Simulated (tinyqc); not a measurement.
# Threshold of a short bulk MOSFET: charge sharing, barrier lowering, narrow width: what changes with what

n-channel device on a p-type body, depletion approximation, full ionisation. Uniform doping N = Na. Vbi from Boltzmann statistics is rough for the degenerate source. Cox = eps0 eox/tox.

Parameters, values chosen for the exercise; band and dielectric values close to those of silicon:
- T = 350 K (temperature)
- Eg = 1.13 eV (band gap)
- eps_r = 11.8 (relative permittivity)
- Nc = 3.57e19 cm^-3 (conduction-band density of states at T)
- Nv = 3.35e19 cm^-3 (valence-band density of states at T)
- eox = 22.3 (relative permittivity of the gate insulator (close to hafnium oxide))
- tox = 26 nm (insulator thickness)
- Na = 1e18 cm^-3 (channel doping)
- Nsd = 1e20 cm^-3 (source and drain doping)
- Vfb = -0.74 V (flat-band voltage for the doping Na)
- xj = 14 nm (junction depth)
- Vbs = -1 V (body-source voltage)
- Vds = 0.5 V (drain-source voltage)
- W = 200 nm (gate width)
- xw = 0.7854 (shape factor of the fringing depletion at the width edges)
- L = 110 nm (channel length)

Constants: q = 1.602176634e-19 C, kB = 1.380649e-23 J/K, Vt = kB T/q, eps0 = 8.8541878128e-14 F/cm where lengths are in cm. Results are converted to the units shown.

Each table varies one quantity; the others keep the values above.

## Threshold roll-off against channel length

ni = sqrt(Nc Nv) exp(-Eg/(2 Vt)), Eg in volts; 2 pB = 2 Vt ln(N/ni); flat band Vfb - Vt ln(N/Na); Wd = sqrt(2 eps0 eps_r (2 pB - Vbs)/(q N)); body term q N Wd/Cox; long-channel VT0 = flat band + 2 pB + body term; Vbi = Vt ln(N Nsd/ni^2); scale length l = sqrt((eps_r/eox) tox Wd). Charge sharing (trapezoid; it ignores Vds): F = (xj/L)(sqrt(1 + 2 Wd/xj) - 1), lowering = body term times F. Barrier lowering: th = exp(-L/(2 l)) + 2 exp(-L/l), lowering = th [2 (Vbi - 2 pB) + Vds], DIBL = th. Narrow width: rise = body term times xw Wd/W. VT by each model = VT0 - lowering + rise. DIBL under 0.001 mV/V is printed as 0.

The same in every row: N (cm^-3) = 1.000e18; VT0 (V) = 1.231.

Threshold roll-off against channel length:

| L (nm) | L/l | F | DIBL (mV/V) | VT, charge sharing (V) | VT, barrier lowering (V) |
|---|---|---|---|---|---|
| 83 | 3.165 | 0.3126 | 289.9 | 1.108 | 1.213 |
| 120 | 4.576 | 0.2162 | 122.1 | 1.210 | 1.343 |
| 170 | 6.482 | 0.1526 | 42.18 | 1.277 | 1.405 |
| 250 | 9.533 | 0.1038 | 8.657 | 1.329 | 1.431 |
| 360 | 13.73 | 0.07208 | 1.047 | 1.362 | 1.437 |
| 520 | 19.83 | 0.04990 | 0.04948 | 1.385 | 1.438 |
| 750 | 28.60 | 0.03460 | 0 | 1.402 | 1.438 |
| 1100 | 41.94 | 0.02359 | 0 | 1.413 | 1.438 |
| 1600 | 61.01 | 0.01622 | 0 | 1.421 | 1.438 |

What does the comparison show?

VT by barrier lowering rises from 1.21 to 1.44 V and VT by charge sharing rises from 1.11 to 1.42 V. DIBL is under 100 mV/V from L = 170 nm on among the rows (th = 0.1 at L/l = 4.92). For L = 83 DIBL exceeds 250 mV/V, where the barrier formula is rough.

## Effect of the junction depth

Same model as above.

The same in every row: N (cm^-3) = 1.000e18; VT0 (V) = 1.231; L/l = 4.194; DIBL (mV/V) = 153.0; VT, barrier lowering (V) = 1.319.

Effect of the junction depth:

| xj (nm) | F | VT, charge sharing (V) |
|---|---|---|
| 5 | 0.1628 | 1.266 |
| 8.5 | 0.1988 | 1.228 |
| 14 | 0.2359 | 1.189 |
| 24 | 0.2777 | 1.145 |
| 41 | 0.3184 | 1.102 |
| 70 | 0.3553 | 1.063 |
| 120 | 0.3861 | 1.031 |
| 200 | 0.4086 | 1.007 |

As xj goes from 5 to 200, VT0 stays at 1.23 V, DIBL stays at 153 mV/V, F rises from 0.163 to 0.409 and VT by barrier lowering stays at 1.32 V. The junction depth enters only the charge-sharing model.

tinyqc, about 0.01 s, one thread, Intel Xeon 2.30GHz (shared host): `OMP_NUM_THREADS=1 python tinyqc.py 2002122 2002123 out.jsonl`
